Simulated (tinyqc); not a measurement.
Inside a calculation. Method: inverse iteration on a symmetric matrix. Computed by tinyqc, a small Python program that keeps every step. Settings: method = inverse, shift = 0.34. Command: `OMP_NUM_THREADS=1 python tinyqc.py 22270 22271 out.jsonl` (the two numbers bound the seeds that draw the settings). One thread of a shared host (Intel(R) Xeon(R) Processor @ 2.60GHz), about 0.01 s of CPU time with the checks.

A:
```
[[0.5020, 0.0650, 0.5530, 0.6560, 0.0820, -0.0610],
 [0.0650, 0.6260, -0.3150, 0.2280, -0.0410, 0.3850],
 [0.5530, -0.3150, 1.2420, 0.7970, -0.9090, -0.3290],
 [0.6560, 0.2280, 0.7970, 1.2480, -0.2200, 0.6690],
 [0.0820, -0.0410, -0.9090, -0.2200, 2.0340, -0.2250],
 [-0.0610, 0.3850, -0.3290, 0.6690, -0.2250, 2.0680]]
```

Stop when the residual |A v - lambda v| is below 1e-9.

Steps:
```
step    lambda  residual
1     0.461697  7.35e-01
2     0.290567  3.53e-01
3     0.385171  2.96e-01
4     0.462820  2.51e-01
5     0.512085  2.07e-01
6     0.542204  1.70e-01
7     0.560903  1.39e-01
8     0.572838  1.14e-01
9     0.580641  9.41e-02
10    0.585828  7.76e-02
11    0.589309  6.39e-02
12    0.591658  5.27e-02
13    0.593246  4.34e-02
14    0.594322  3.58e-02
15    0.595051  2.95e-02
16    0.595545  2.42e-02
17    0.595879  2.00e-02
18    0.596106  1.64e-02
19    0.596259  1.35e-02
20    0.596363  1.11e-02
21    0.596433  9.15e-03
22    0.596481  7.53e-03
23    0.596513  6.20e-03
24    0.596535  5.10e-03
25    0.596550  4.20e-03
26    0.596560  3.45e-03
27    0.596567  2.84e-03
28    0.596571  2.34e-03
29    0.596574  1.92e-03
30    0.596577  1.58e-03
```

Can the last value be used, and what does the course show?

Not by the stop rule, although the second column moves by less than 1e-05 over the last three steps. Not converged in 30 steps: the residual falls only by the ratio of the two smallest distances of eigenvalues from the shift, 0.82 a step. all eigenvalues, for comparison: [-0.0765, 0.0282, 0.5966, 1.6682, 2.4322, 3.0714].
